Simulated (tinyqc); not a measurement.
Off-state leakage of single and stacked transistors: one step of the calculation.

n-channel devices of unit width. Subthreshold current I(Vg, Vs, Vd) = I0 (T/300 K)^0.5 exp[(Vg - Vs - VT(T) - gb (Vs - Vb) + dd (Vd - Vs))/(nf Vt)] (1 - exp(-(Vd - Vs)/Vt)), VT(T) = VT - cT (T - 300 K). Gate-edge tunnelling Ig (Vd/1 V) exp(ag (Vd - 1 V)), for a gate at 0 V, and band-to-band leakage Ab u exp(-Bb/u), u = Vd - Vb + 1 V, flow at a drain held at V; both are taken as independent of T. In a stack of off transistors (all gates at 0 V) the same subthreshold current passes through each.

Problem. Leakage of one transistor. Vg = Vs = 0, Vd = V; effective threshold VT(T) - gb Vb - dd V.

Inputs (values chosen for the exercise); values of the order met in bulk silicon logic transistors: temperature T = 358 K; supply voltage V = 0.7 V; threshold at 300 K, zero drain and body bias VT = 0.37 V; fall of the threshold with temperature cT = 0.9 mV/K; current at threshold at 300 K I0 = 0.51 uA/um; slope factor nf = 1.22; drain-induced lowering per volt dd = 0.07; rise of the threshold per volt of source-body bias gb = 0.22; gate-edge tunnelling current at 1 V Ig = 5e-6 uA/um; exponential slope of the gate current ag = 3.4 1/V; prefactor of band-to-band leakage at the drain Ab = 40 uA/(um V); its exponential voltage Bb = 25 V; body voltage Vb = -0.3 V.

Constants: q = 1.602176634e-19 C, kB = 1.380649e-23 J/K, Vt = kB T/q. Results are converted to the units shown.

Wanted: effective threshold; parts; total; shares.

Solution.

effective threshold = 0.33480 V
parts (nA/um): subthreshold 0.076329, gate edge 0.0012621, band-to-band 0.29813
total = 0.37572 nA/um
shares (%): subthreshold 20.315, gate edge 0.33591, band-to-band 79.349

The band-to-band part is the largest.

tinyqc, about 0.03 s, one thread, Intel Xeon 2.30GHz (shared host): `OMP_NUM_THREADS=1 python tinyqc.py 2242039 2242040 out.jsonl`
